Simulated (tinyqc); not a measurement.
Worked calculation (part 3 of 3): UHF in the sto-3g basis, for H6, spin multiplicity 1. This run ends on a higher stationary point, not on the lowest solution. Computed by tinyqc, a small Python program that keeps every step (integrals from PySCF). Command: `OMP_NUM_THREADS=1 python tinyqc.py 20304 20305 out.jsonl` (the two numbers bound the seeds that draw the settings). One thread of a shared host (Intel(R) Xeon(R) Processor @ 2.60GHz), about 0.2 s of CPU time with the checks.

Geometry (angstrom):
```
atom         x         y         z
H     0.000000  0.000000  0.000000
H     0.000000  0.000000  1.281000
H     0.000000  0.000000  2.844000
H     0.000000  0.000000  4.125000
H     0.000000  0.000000  5.689000
H     0.000000  0.000000  6.970000
```

## Populations, bond orders and dipole

D(alpha) after iteration 19, order 1H 1s, 2H 1s, 3H 1s, 4H 1s, 5H 1s, 6H 1s:
```
[[0.374498, 0.361460, -0.039446, -0.113803, 0.008508, 0.042515],
 [0.361460, 0.366315, 0.041233, -0.037797, -0.008973, 0.008500],
 [-0.039446, 0.041233, 0.369668, 0.353158, -0.037764, -0.113615],
 [-0.113803, -0.037797, 0.353158, 0.369884, 0.041161, -0.039437],
 [0.008508, -0.008973, -0.037764, 0.041161, 0.366448, 0.361489],
 [0.042515, 0.008500, -0.113615, -0.039437, 0.361489, 0.374374]]
```

D(beta) after iteration 19, order 1H 1s, 2H 1s, 3H 1s, 4H 1s, 5H 1s, 6H 1s:
```
[[0.374398, 0.361461, -0.039489, -0.113802, 0.008497, 0.042515],
 [0.361461, 0.366421, 0.041224, -0.037823, -0.008973, 0.008509],
 [-0.039489, 0.041224, 0.369847, 0.353158, -0.037734, -0.113615],
 [-0.113802, -0.037823, 0.353158, 0.369704, 0.041171, -0.039393],
 [0.008497, -0.008973, -0.037734, 0.041171, 0.366324, 0.361488],
 [0.042515, 0.008509, -0.113615, -0.039393, 0.361488, 0.374492]]
```

overlap S, order 1H 1s, 2H 1s, 3H 1s, 4H 1s, 5H 1s, 6H 1s:
```
[[1.000000, 0.347823, 0.025247, 0.001281, 0.000012, 0.000000],
 [0.347823, 1.000000, 0.234450, 0.025247, 0.000600, 0.000012],
 [0.025247, 0.234450, 1.000000, 0.347823, 0.025195, 0.001278],
 [0.001281, 0.025247, 0.347823, 1.000000, 0.234109, 0.025195],
 [0.000012, 0.000600, 0.025195, 0.234109, 1.000000, 0.347823],
 [0.000000, 0.000012, 0.001278, 0.025195, 0.347823, 1.000000]]
```

Mulliken: Z minus the diagonal of D S on the atom; Loewdin: the same with S^(1/2) D S^(1/2); Mayer order: 2 sum_s sum (D(s) S)_ij (D(s) S)_ji over the two atoms.

Charges (e):
```
atom   Mulliken    Loewdin  Mulliken spin
1H     0.001939  -0.000203       0.000101
2H    -0.001596   0.000519      -0.000104
3H    -0.000334  -0.000301      -0.000177
4H    -0.000349  -0.000328       0.000178
5H    -0.001602   0.000507       0.000121
6H     0.001942  -0.000195      -0.000119
```

Mayer bond orders:
```
pair      order
2-1    0.939757
3-1   -0.000946
3-2    0.060499
4-1    0.054015
4-2   -0.000924
4-3    0.887531
5-1   -0.000074
5-2    0.000740
5-3   -0.000922
5-4    0.060322
6-1    0.007245
6-2   -0.000074
6-3    0.053838
6-4   -0.000944
6-5    0.939932
```

dipole moment about the origin, x y z (debye): [0.000000, 0.000000, -0.000069]

<S^2> of the determinant (pure state: 0) = 5.42e-08
